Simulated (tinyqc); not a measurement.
From results back to parameters: Landau levels of massless Dirac electrons. Five cases, with inputs chosen for the exercise.

Problem. Two successive minima of rho_xx occur at the fields below; each unresolved level holds 4 n_B electrons, n_B = B/(h/e), so minima lie at n/n_B = 4 (j + phi) with integer j and phi = 0 or 1/2; 1/angstrom^2 = 1e16/cm^2.

Constants: h/e = 413566.7697 T angstrom^2.

Case 1.

higher field = 0.52845 T
lower field = 0.43237 T

Case 2.

higher field = 2.92451 T
lower field = 2.27462 T

Case 3.

higher field = 0.98620 T
lower field = 0.85470 T

Case 4.

higher field = 1.37856 T
lower field = 1.12791 T

Case 5.

higher field = 1.15208 T
lower field = 0.89606 T

Find: period in 1/B; n; j + phi at the higher field.

Solution. The period is 4/(n h/e), and j + phi = 1/(B x period). The half-integer marks the Berry phase pi of massless Dirac electrons.

Case 1.

period in 1/B = 0.4205 1/T
n = 2.30 x 1e11/cm^2
j + phi at the higher field = 4.50

Case 2.

period in 1/B = 0.0977 1/T
n = 9.90 x 1e11/cm^2
j + phi at the higher field = 3.50

Case 3.

period in 1/B = 0.1560 1/T
n = 6.20 x 1e11/cm^2
j + phi at the higher field = 6.50

Case 4.

period in 1/B = 0.1612 1/T
n = 6.00 x 1e11/cm^2
j + phi at the higher field = 4.50

Case 5.

period in 1/B = 0.2480 1/T
n = 3.90 x 1e11/cm^2
j + phi at the higher field = 3.50

Computed by tinyqc, one run a case: `OMP_NUM_THREADS=1 python tinyqc.py N N+1 out.jsonl` with N = 1252436, 1252439, 1252678, 1280487, 1280601; one thread of a shared Intel(R) Xeon(R) Processor @ 2.30GHz, about 0.01 s a run at most.
